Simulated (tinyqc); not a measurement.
Comparisons within one model: finite square well with mass mismatch (envelope functions). A value that a table varies takes the place of the one given here.

A square well of width L and depth V0, mass mw inside and mb outside, energies from the bottom of the well, c = hbar^2/2m0. k = sqrt(mw E/c), kappa = sqrt(mb (V0 - E)/c). psi and psi'/m are continuous at the walls (BenDaniel-Duke), so level n solves k L + 2 atan[(k/mw)/(kappa/mb)] = n pi.

Non-parabolic bands: mw is replaced by mw (1 + alpha_w E) and mb by mb (1 - alpha_b (V0 - E)), in k, kappa and the matching condition alike.

Constants: hbar^2/2m0 = 3.80998211 eV angstrom^2.

Parameters, chosen for this exercise (near those of an InGaAs well in InAlAs; not measured data): V0 = 0.522 eV (barrier height); mw = 0.0422 m0 (mass in the well); mb = 0.0733 m0 (mass in the barrier); Ls = (21, 29, 40, 57, 79, 111, 156) angstrom (widths); L = 67 angstrom (well width); alpha_w = 1.2 1/eV (non-parabolicity in the well); alpha_b = 0.32 1/eV (non-parabolicity in the barrier).

## Width of the well

Levels against L, beside the infinite well E1(hard) = c (pi/L)^2/mw; Pb is the probability of level 1 in the barriers; a dash marks an unbound level.

Levels:
```
L (angstrom)  bound levels  E1 (eV)  E2 (eV)  E1(hard) (eV)     Pb
21                       1   0.2904        -         2.0206  0.355
29                       1   0.2231        -         1.0595  0.233
40                       1   0.1619        -         0.5569  0.142
57                       2   0.1070   0.4165         0.2743  0.076
79                       2   0.0693   0.2775         0.1428  0.040
111                      3   0.0421   0.1691         0.0723  0.019
156                      4   0.0245   0.0984         0.0366  0.008
```

The infinite well overestimates E1 by a factor 6.96 at 21 angstrom and 1.49 at 156 angstrom. The local exponent d ln E1/d ln L goes from -0.82 (first two rows) to -1.59 (last two), towards the -2 of hard walls, as Pb falls from 0.355 to 0.008. E2 - E1 is largest at 57 angstrom of the widths listed.

## Levels of description

The same well five ways. mb = mw: the barrier takes the mass of the well. psi' continuous: kappa holds mb but the condition drops the masses, k L + 2 atan(k/kappa) = n pi. The last column is measured against BenDaniel-Duke.

Levels (eV):
```
model                E1      E2      E3  E1 - E1(BDD) (meV)
infinite walls   0.1985  0.7940  1.7865               111.7
mb = mw          0.1004  0.3692       -                13.5
BenDaniel-Duke   0.0868  0.3445       -                 0.0
psi' continuous  0.1139  0.3944       -                27.0
non-parabolic    0.0868  0.2980  0.5177                 0.0
```

Hard walls put E1 111.7 meV too high. Ignoring the mass step moves it by +13.5 meV and the wrong matching by +27.0 meV: with mb/mw = 1.74, continuity of psi'/m lets the slope outside be 1.74 times the slope inside, which acts like a softer wall. Non-parabolicity shifts E1 by 0.0 meV, the balance of a heavier mass in the well, which lowers it, and a lighter mass deep in the barrier, which hardens the wall. Among the finite wells the largest departure in E1 is that of the model 'psi' continuous'.

## What each parameter does

Parabolic bands. Pb is the probability of level 1 in the barriers, (A^2/kappa)/(A^2/kappa + L/2 + sin(kL)/(2k)) with A = cos(kL/2). Each row changes one parameter from the base and keeps the others.

Results:
```
case             E1 (eV)  bound levels      Pb  V0 - E1 (eV)
base              0.0868             2  0.0558        0.4352
L = 74 angstrom   0.0759             2  0.0457        0.4461
V0 = 0.444 eV     0.0821             2  0.0654        0.3619
mw = 0.0464 m0    0.0836             2  0.0512        0.4384
mb = 0.0586 m0    0.0923             2  0.0571        0.4297
```

The largest shifts from the base row, up to three for each result and ties (the steps differ in size, so this ranks the rows, not the parameters). E1 (eV): L -0.0109, mb +0.0055, V0 -0.0047. bound levels: unchanged at the printed digits by L, V0, mw and mb. Pb: L -0.0101, V0 +0.0096, mw -0.0046. V0 - E1 (eV): V0 -0.0733, L +0.0109, mb -0.0055.

Run: tinyqc, `OMP_NUM_THREADS=1 python tinyqc.py 1280631 1280632 out.jsonl`; Intel(R) Xeon(R) Processor @ 2.30GHz, one thread, shared host; about 0.01 s of CPU time with all checks.
